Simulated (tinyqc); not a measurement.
n-type polysilicon, carrier trapping at grain boundaries: one step of the calculation.

One-dimensional grains of size Lg, uniform ionised doping N, monovalent traps Qt at each boundary at a depth Et below (for electrons) or above (for holes) the band edge there, abrupt depletion of width W on each side of a boundary, Boltzmann statistics. xi is the distance from the band edge at the grain centre to the Fermi level. Trapped charge Qt/(1 + exp((xi + VB - Et)/Vt)) = 2 N W, barrier VB = q N W^2/(2 eps0 eps_r).

Question. Resistivity and effective mobility. n0 = NB exp(-xi/Vt); mean density n0 (1 - 2 W/Lg) by charge balance in a partly depleted grain, and n0 (sqrt(pi)/2) erf(u)/u with u = sqrt(VB/Vt) in a fully depleted one; v = sqrt(kB T/(2 pi ms m0)); barrier resistivity Vt exp(VB/Vt)/(q fe n0 v Lg); grain resistivity (1 - 2 W/Lg)/(q n0 mug); effective mobility 1/(q mean density total resistivity).

Inputs (values chosen for the exercise); values of the order met in polycrystalline silicon: temperature T = 250 K; conduction-band density of states at T NB = 2.13e19 cm^-3; grain size Lg = 45 nm; mass for thermionic emission ms = 0.33 m0; correction factor of the emission rate fe = 0.25; mobility inside the grains mug = 81 cm^2/(V s).

Constants: q = 1.602176634e-19 C, kB = 1.380649e-23 J/K, m0 = 9.1093837015e-31 kg, Vt = kB T/q. Results are converted to the units shown.

W = 9.2833249 nm
xi = 0.058646012 V
VB = 0.093299849 V

Give: n0; mean density; v; barrier resistivity; grain resistivity; resistivity; effective mobility.

Answer.

n0 = 1.4000e18 cm^-3
mean density = 8.2237e17 cm^-3
v = 4.2748e6 cm/s
barrier resistivity = 1.5179 ohm cm
grain resistivity = 0.032331 ohm cm
resistivity = 1.5502 ohm cm
effective mobility = 4.8958 cm^2/(V s)

The resistivity is 28.2 times that of a single crystal with the same N and mobility mug, and the mean density is 58.7 % of N.

tinyqc, about 0.01 s, one thread, Intel Xeon 2.30GHz (shared host): `OMP_NUM_THREADS=1 python tinyqc.py 2830296 2830297 out.jsonl`
